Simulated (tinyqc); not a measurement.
Inside a calculation. Model: Zener tunnelling in a reverse-biased junction, two-band WKB.

Program tinyqc, `OMP_NUM_THREADS=1 python tinyqc.py 2620129 2620130 out.jsonl`; Intel Xeon 2.30GHz, shared host, one thread, about 0.01 s. Printed values are rounded.

Abrupt p-n junction, depletion approximation. Energies E are counted from the conduction-band edge of the neutral n side; its Fermi level lies at dn, that of the p side at dn - V, and the valence-band edge of the neutral p side at Em = dn + dp - V. Tunnelling needs 0 < E < Em. Two-band dispersion with equal masses m: inside the gap kappa = sqrt(m u (1 - u/Eg)/C), u the distance from a band edge, C = hbar^2/(2 m0).

Parameters, values chosen for the exercise; band and dielectric values close to those of germanium: temperature T = 300 K; band gap Eg = 0.659 eV; relative permittivity eps_r = 16.3; conduction-band density of states at 300 K Nc = 1.04e19 cm^-3; valence-band density of states at 300 K Nv = 5.97e18 cm^-3; band-edge mass of the two-band model m = 0.044 m0; acceptor density Na = 3.4e19 cm^-3; donor density Nd = 8.7e18 cm^-3; bias of the p side V = -1 V; points of the energy grid nE = 13.

Constants: q = 1.602176634e-19 C, kB = 1.380649e-23 J/K, hbar = 1.054571817e-34 J s, h = 6.62607015e-34 J s, m0 = 9.1093837015e-31 kg, Vt = kB T/q, eps0 = 8.8541878128e-14 F/cm where lengths are in cm, hbar^2/(2 m0) = 0.0380998212 eV nm^2. Results are converted to the units shown.

Range of the model: The two-band model describes a direct gap; phonon-assisted tunnelling across an indirect gap is left out. Parabolic densities of states, no band tails and no gap narrowing, all of which matter at such doping.

## Fermi levels and built-in voltage

Nd = Nc F12(dn/Vt), Na = Nv F12(dp/Vt), F12(x) = (2/sqrt(pi)) int_0^infinity sqrt(u)/(1 + exp(u - x)) du; dn = EF - Ec on the n side, dp = Ev - EF on the p side (negative outside the bands); Vbi = Eg + dn + dp.

dn = 0.002944515 eV
dp = 0.09347883 eV
Vbi = 0.7554233 V

Boltzmann statistics would give dn = -0.00461 eV and dp = 0.0450 eV. At zero bias the bands of the two sides overlap by dn + dp.

## Width, field and exponent

W = sqrt(2 eps0 eps_r (Vbi - V)(1/Na + 1/Nd)/q), mean field F = (Vbi - V)/W, peak field 2 F. In a uniform field F the exponent is S = pi sqrt(m/C) Eg^1.5/(4 F). Transverse energy Et = C kt^2/m raises it to S (1 + 4 Et/Eg), so T = exp(-S) exp(-Et/Eb) with Eb = Eg/(4 S). KJ = (2 q^2/h) m/(4 pi C) (times 1e14 for A/cm^2 per eV^2).

W = 21.36652 nm
mean field = 0.8215767 MV/cm
S = 5.495849
exp(-S) = 0.004103773
Eb = 29.97717 meV
tunnelling length Eg/F = 8.021162 nm

## Current density on a coarse grid

J = KJ exp(-S) Eb times the integral from 0 to Em of [f(E - dn) - f(E - dn + V)] [1 - exp(-min(E, Em - E)/Eb)] dE, f(x) = 1/(1 + exp(x/Vt)), with S and Eb from the mean field; J > 0 flows from p to n. KJ = (2 q^2/h) m/(4 pi C) (times 1e14 for A/cm^2 per eV^2). Simpson's rule on nE equally spaced points from 0 to Em.

```
point    E (eV)  difference of the f  transverse factor
0      0.000000            -0.471556           0.000000
1      0.091369            -0.968336           0.952543
2      0.182737            -0.999047           0.997748
3      0.274106            -0.999972           0.999893
4      0.365474            -0.999999           0.999995
5      0.456843            -1.000000           1.000000
6      0.548212            -1.000000           1.000000
7      0.639580            -0.999999           1.000000
8      0.730949            -0.999973           0.999995
9      0.822318            -0.999077           0.999893
10     0.913686            -0.969311           0.997748
11     1.005055            -0.479605           0.952543
12     1.096423            -0.026188           0.000000
```

integral = -0.9575435 eV
KJ = 7.120568e8 A/(cm^2 eV^2)
J = -83877.81 A/cm^2

A converged quadrature gives -83970 A/cm^2; this grid is 0.11 % below that in size.
